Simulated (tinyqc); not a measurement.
Shallow donor in an anisotropic valley (effective-mass theory): one step. Scan over the shape. Three cases, with inputs chosen for the exercise.

Question. For each ratio b/a = 0.2, 0.3, ..., 0.9 the best scale follows from a = -2 T1/V1, with T1 and V1 taken at a = 1 angstrom.

One valley: H = -c [(d2/dx2 + d2/dy2)/mt + (d2/dz2)/ml] - q/(eps r), c = hbar^2/2m0, q = e^2/(4 pi eps0). Trial function exp(-sqrt((x^2 + y^2)/a^2 + z^2/b^2)) with a > b: T = (c/3)(2/(mt a^2) + 1/(ml b^2)), V = -(q/eps) atan(u/b)/u, u = sqrt(a^2 - b^2). The central cell of the impurity is left out.

Constants: hbar^2/2m0 = 3.80998211 eV angstrom^2; e^2/(4 pi eps0) = 14.39964547 eV angstrom.

Give: Scan.

Case 1.

Values chosen (out of a larger set: near those of a group-V donor in Si; not measured data): ml = 0.953 m0 (longitudinal mass); mt = 0.19 m0 (transverse mass); eps = 11.5 (dielectric constant).

Answer.

Scan:
```
b/a  a (angstrom)  b (angstrom)  E (meV)
0.2         53.35         10.67  -16.402
0.3         33.91         10.17  -24.506
0.4         27.40         10.96  -28.903
0.5         24.70         12.35  -30.650
0.6         23.52         14.11  -30.851
0.7         23.07         16.15  -30.224
0.8         23.01         18.41  -29.181
0.9         23.18         20.86  -27.952
```

The best listed ratio is 0.6; (mt/ml)^(1/2) = 0.45 and (mt/ml)^(1/3) = 0.58 are common guesses.

Case 2.

Values chosen (out of a larger set: near those of Ge; not measured data): ml = 1.569 m0 (longitudinal mass); mt = 0.079 m0 (transverse mass); eps = 14.9 (dielectric constant).

Answer.

Scan:
```
b/a  a (angstrom)  b (angstrom)  E (meV)
0.2         77.57         15.51   -8.707
0.3         64.16         19.25   -9.996
0.4         60.88         24.35  -10.039
0.5         60.57         30.28   -9.647
0.6         61.42         36.85   -9.119
0.7         62.81         43.97   -8.569
0.8         64.48         51.58   -8.037
0.9         66.30         59.67   -7.541
```

The best listed ratio is 0.4; (mt/ml)^(1/2) = 0.22 and (mt/ml)^(1/3) = 0.37 are common guesses.

Case 3.

Values chosen (out of a larger set: near those of 3C SiC; not measured data): ml = 0.659 m0 (longitudinal mass); mt = 0.26 m0 (transverse mass); eps = 9.7 (dielectric constant).

Answer.

Scan:
```
b/a  a (angstrom)  b (angstrom)  E (meV)
0.2         55.86         11.17  -18.573
0.3         31.65          9.50  -31.124
0.4         23.23          9.29  -40.408
0.5         19.47          9.74  -46.090
0.6         17.58         10.55  -48.948
0.7         16.57         11.60  -49.878
0.8         16.05         12.84  -49.585
0.9         15.82         14.24  -48.555
```

The best listed ratio is 0.7; (mt/ml)^(1/2) = 0.63 and (mt/ml)^(1/3) = 0.73 are common guesses.

Computed by tinyqc, one run a case: `OMP_NUM_THREADS=1 python tinyqc.py N N+1 out.jsonl` with N = 1280523, 1280637, 1280795; one thread of a shared Intel(R) Xeon(R) Processor @ 2.30GHz, about 0.01 s a run at most.
